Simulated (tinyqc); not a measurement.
# Punch-through p+-n junction, ionisation integral and breakdown: effects of single changes

A p+ layer at x < 0 and an n drift layer from x = 0 to L on an n+ substrate. Depletion approximation, built-in voltage neglected. Local ionisation coefficients alpha_n = an exp(-(bn/E)^mx), alpha_p = ap exp(-(bp/E)^mx). Electrons move towards +x, holes towards x = 0.

Parameters, values chosen for the exercise; material values close to those of gallium nitride:
- eps_r = 9.39 (relative permittivity)
- an = 2.89e8 1/cm (prefactor of the electron ionisation coefficient)
- bn = 3.44e7 V/cm (field constant for electrons)
- ap = 1.33e8 1/cm (prefactor of the hole ionisation coefficient)
- bp = 1.97e7 V/cm (field constant for holes)
- mx = 1 (exponent)
- mu = 980 cm^2/(V s) (electron mobility of the drift layer)
- N = 2.3e15 cm^-3 (donor density of the drift layer)
- L = 15 um (thickness of the drift layer)

Constants: q = 1.602176634e-19 C, eps0 = 8.8541878128e-14 F/cm where lengths are in cm. Results are converted to the units shown.

Each table varies one quantity; the others keep the values above.

## Multiplication against voltage

W = sqrt(2 eps0 eps_r V/(q N)), peak field E0 = q N W/(eps0 eps_r), falling linearly to 0 at W; if W > L the layer is punched through: W = L, E0 = V/L + q N L/(2 eps0 eps_r), falling linearly to E1 = V/L - q N L/(2 eps0 eps_r). G(x) = integral from 0 to x of (alpha_n - alpha_p); I_n = integral of alpha_n exp(-G) (electrons injected at x = 0), I_p = integral of alpha_p exp(G(end) - G) (holes injected at the far edge); M = 1/(1 - I). Integrals on a fine grid; BV is where I_n = 1. Here BV = 2778.92 V; the Miller exponent is n = ln(1 - 1/M)/ln(V/BV).

Result of one run:
```
V (V)	E0 (kV/cm)	I_n	I_p	M_n	M_p	Miller n, electrons	Miller n, holes
1390	1.26e3	3.83e-8	0.00345	1.00	1.00	24.7	8.19
```

What becomes of these results when the reverse voltage V is changed from 1390 to 1670 V, all else the same?

Result of the changed run:
```
V (V)	E0 (kV/cm)	I_n	I_p	M_n	M_p	Miller n, electrons	Miller n, holes
1670	1.45e3	1.72e-6	0.0332	1.00	1.03	26.1	6.68
```

The whole series:
```
V (V)	E0 (kV/cm)	I_n	I_p	M_n	M_p	Miller n, electrons	Miller n, holes
1390	1.26e3	3.83e-8	0.00345	1.00	1.00	24.7	8.19
1670	1.45e3	1.72e-6	0.0332	1.00	1.03	26.1	6.68
1950	1.63e3	3.53e-5	0.183	1.00	1.22	28.9	4.80
2220	1.81e3	4.49e-4	0.556	1.00	2.25	34.3	2.61
2390	1.93e3	0.00236	0.821	1.00	5.60	40.1	1.30
2560	2.04e3	0.0178	0.966	1.02	29.6	49.1	0.420
2670	2.11e3	0.101	0.994	1.11	168	57.2	0.150
2740	2.16e3	0.409	0.999	1.69	990	63.4	0.0717
```

M_n rises from 1.000 to 1.69 and M_p from 1.003 to 990; both diverge at BV. The Miller exponent for electrons rises from 24.7 to 63.4 and that for holes falls from 8.19 to 0.0717, so one exponent describes neither over the whole range. The larger multiplication belongs to holes, whose coefficient at the peak field of the last row is 417 times the other.

## Effect of the drift doping

Same model as above.

Specific on-resistance Ron = L/(q mu N) with constant mobility and full ionisation.

Effect of the drift doping:
```
N (cm^-3)	BV (V)	E0 at BV (kV/cm)	W at BV (um)	Ron (mohm cm^2)	BV^2/Ron (MW/cm^2)	eps0 eps_r mu E0^3/4 (MW/cm^2)
1.9e14	2.88e3	1.95e3	15.0	50.3	165	1.50e3
3.7e14	2.88e3	1.97e3	15.0	25.8	321	1.56e3
7.1e14	2.88e3	2.02e3	15.0	13.5	614	1.68e3
1.4e15	2.85e3	2.10e3	15.0	6.82	1.19e3	1.89e3
2.6e15	2.75e3	2.21e3	15.0	3.67	2.05e3	2.19e3
5e15	2.42e3	2.34e3	15.0	1.91	3.07e3	2.60e3
9.6e15	1.66e3	2.48e3	13.4	0.995	2.77e3	3.10e3
1.8e16	997	2.63e3	7.58	0.531	1.87e3	3.71e3
```

BV falls from 2880 to 997 V while the critical field rises from 1950 to 2630 kV/cm. BV goes as N^(0.00) between the first two rows and N^(-0.81) between the last two (a coefficient proportional to E^7 gives -0.75 without punch-through). BV^2/Ron goes from 165 through a maximum of 3070 (at N = 5e15 among the rows listed) to 1870 MW/cm^2; the layer is punched through at breakdown in 6 of the 8 rows.

## Effect of the drift thickness

Same model as above.

The value eps0 eps_r mu E0^3/4 holds for a triangular field; a layer that punches through can exceed it.

Effect of the drift thickness:
```
L (um)	BV (V)	E0 at BV (kV/cm)	W at BV (um)	Ron (mohm cm^2)	BV^2/Ron (MW/cm^2)	eps0 eps_r mu E0^3/4 (MW/cm^2)
7.4	1.51e3	2.20e3	7.40	2.05	1.11e3	2.17e3
9.9	1.95e3	2.19e3	9.90	2.74	1.39e3	2.14e3
13	2.47e3	2.19e3	13.0	3.60	1.69e3	2.13e3
18	3.21e3	2.18e3	18.0	4.98	2.07e3	2.12e3
24	3.97e3	2.18e3	24.0	6.65	2.37e3	2.12e3
32	4.72e3	2.18e3	32.0	8.86	2.52e3	2.12e3
44	5.32e3	2.18e3	44.0	12.2	2.33e3	2.12e3
59	5.38e3	2.18e3	49.3	16.3	1.77e3	2.12e3
79	5.38e3	2.18e3	49.3	21.9	1.33e3	2.12e3
```

BV rises from 1510 to 5380 V and saturates once L exceeds the free depleted width of 49.3 um, while Ron keeps rising as L. BV^2/Ron goes from 1110 through a maximum of 2520 (at L = 32 um among the rows listed) to 1330 MW/cm^2. The best row has L = 0.65 of that width: the last part of the triangle adds little voltage but its full share of resistance.

tinyqc, about 0.2 s, one thread, Intel Xeon 2.30GHz (shared host): `OMP_NUM_THREADS=1 python tinyqc.py 2120103 2120104 out.jsonl`
